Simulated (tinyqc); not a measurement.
Trap density from two Hall measurements.

Inverse problem. p-type body, charge-sheet picture, full ionisation (an idealisation for deep acceptors), Boltzmann statistics for free electrons. e = Ec - EF at the surface. psi = Eg - Vt ln(Nv/Na) - e; N_dep = sqrt(2 eps0 eps_r Na (psi - Vt)/q); n_f = sqrt(N_dep^2 + 2 eps0 eps_r Vt Nc exp(-e/Vt)/q) - N_dep; Vg = Vfb + psi + q (N_dep + n_t + n_f)/Cox, Cox = eps0 eox/tox. Find e and n_t at both points and the mean trap density between them.

Parameters, values chosen for the exercise; band and dielectric values close to those of 4H silicon carbide:

| symbol | value | unit | meaning |
|---|---|---|---|
| T | 300 | K | temperature |
| Eg | 3.31 | eV | band gap |
| eps_r | 9.71 |  | relative permittivity |
| Nc | 1.72e19 | cm^-3 | conduction-band density of states at T |
| Nv | 2.5e19 | cm^-3 | valence-band density of states at T |
| eox | 3.9 |  | relative permittivity of the insulator |
| tox | 60 | nm | insulator thickness |
| Na | 1.2e16 | cm^-3 | acceptor density |
| Vfb | -2.48 | V | flat-band voltage without trapped charge |

Constants: q = 1.602176634e-19 C, kB = 1.380649e-23 J/K, Vt = kB T/q, eps0 = 8.8541878128e-14 F/cm where lengths are in cm. Results are converted to the units shown.

Vg (V): [5.1802751, 10.867863]
free sheet density from the Hall effect (cm^-2): [3.8243377e9, 1.7735822e11]

Answer. Each n_f fixes e; what the gate voltage holds beyond psi, N_dep and n_f is trapped; the difference quotient is the density, smeared over a few Vt.

e (eV): [0.1790, 0.07600]
n_t (cm^-2): [1.082e12, 2.904e12]
mean trap density = 1.769e13 cm^-2 eV^-1

Numbers from tinyqc (`OMP_NUM_THREADS=1 python tinyqc.py 2222048 2222049 out.jsonl`; about 0.02 s on one thread of a shared Intel Xeon 2.30GHz).
